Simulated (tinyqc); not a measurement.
Inside a calculation. Model: MOSFET with velocity saturation and source resistance.

Computed by the program tinyqc: `OMP_NUM_THREADS=1 python tinyqc.py 2500033 2500034 out.jsonl`, one thread of a shared Intel Xeon 2.30GHz, about 0.01 s for the whole run. Printed values are rounded.

Strong inversion, charge Q = Cox (Vg - m V) at channel potential V with Vg the gate overdrive, and drift velocity v = mu E/(1 + mu E/vsat). Integrating along the channel gives I = mu Cox (1/L)(Vg Vd - m Vd^2/2)/(1 + Vd/Vc) per width, Vc = vsat L/mu, which peaks at Vdsat. Units: I in uA/um, Rs in ohm um, so the drop over Rs is 1e-6 I Rs volts.

Parameters, values chosen for the exercise: gate capacitance Cox = 2.49 uF/cm^2; mobility at low gate voltage mu0 = 430 cm^2/(V s); mobility degradation th = 0.4 1/V; saturation velocity vsat = 6.3e6 cm/s; body factor m = 1.23; threshold VT = 0.63 V; channel length L = 0.13 um; source resistance Rs = 100 ohm um; gate voltage Vgs = 1 V.

## Saturation without source resistance

Vg = Vgs - VT (0 if negative), mu = mu0/(1 + th Vg), Vc = vsat L/mu, x = sqrt(1 + 2 Vg/(m Vc)), Vdsat = 2 Vg/(m (1 + x)), Isat = Cox vsat Vg (x - 1)/(x + 1) per width. Long-channel limit: mu Cox Vg^2/(2 m L); short-channel limit: Cox vsat Vg.

Vg = 0.37 V
mu = 374.564 cm^2/(V s)
Vc = 0.218654 V
Vdsat = 0.204852 V
Isat = 185.156 uA/um
long-channel limit = 399.255 uA/um
short-channel limit = 580.419 uA/um

Isat is 0.464 of the long-channel and 0.319 of the short-channel limit.

## Iteration 1: saturation current with source resistance

I at the start = 0 uA/um

Vg = Vgs - I Rs - VT (0 if negative), mu = mu0/(1 + th Vg), Vc = vsat L/mu, x = sqrt(1 + 2 Vg/(m Vc)), Vdsat = 2 Vg/(m (1 + x)), Isat = Cox vsat Vg (x - 1)/(x + 1) per width. I(new) = Isat.

Vg = 0.37 V
mu = 374.564 cm^2/(V s)
Vc = 0.218654 V
Vdsat = 0.204852 V
Isat = 185.156 uA/um
I after iteration 1 = 185.156 uA/um

## Iteration 2: saturation current with source resistance

As before.

Vg = 0.351484 V
mu = 376.997 cm^2/(V s)
Vc = 0.217243 V
Vdsat = 0.196705 V
Isat = 171.831 uA/um
I after iteration 2 = 171.831 uA/um

## Course of the iteration: saturation current with source resistance

Stop when I changes by less than 1e-6 uA/um, or after 80 iterations.

Course of the iteration:
```
iteration  I (uA/um)  |change| (uA/um)
1            185.156               185
2            171.831              13.3
3            172.782             0.952
4            172.714            0.0680
5            172.719           4.86e-3
6            172.719           3.47e-4
7            172.719           2.48e-5
8            172.719           1.77e-6
9            172.719           1.27e-7
```

Converged in 9 iterations. At the end each change is about 0.071 times the one before, with alternating sign: linear convergence. The resistance lowers Isat by 6.72 %.
